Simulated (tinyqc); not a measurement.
From results back to parameters: three-band (Emery) model of a CuO2 plane downfolded to one band.

Problem. With d at 0, oxygen p at -D, hoppings tpd and tpp and k in pi/a: at (1,0) the bonding and antibonding levels are the roots of E (E + D) = 4 tpd^2, and at (1,1) the top level solves E (E + D - 4 tpp) = 8 tpd^2. The levels below come from hidden parameters.

levels at (1,0) (eV): bonding -3.75053, antibonding 2.15053

top level at (1,1) = 3.89816 eV

Find: D, tpd, tpp.

Solution. The sum of the roots is -D and their product -4 tpd^2; then tpp = (E + D - 8 tpd^2/E)/4.

D, tpd, tpp (eV): 1.60  1.42  0.34

Run: tinyqc, `OMP_NUM_THREADS=1 python tinyqc.py 1482840 1482841 out.jsonl`; Intel(R) Xeon(R) Processor @ 2.30GHz, one thread, shared host; about 0.05 s of CPU time with all checks.
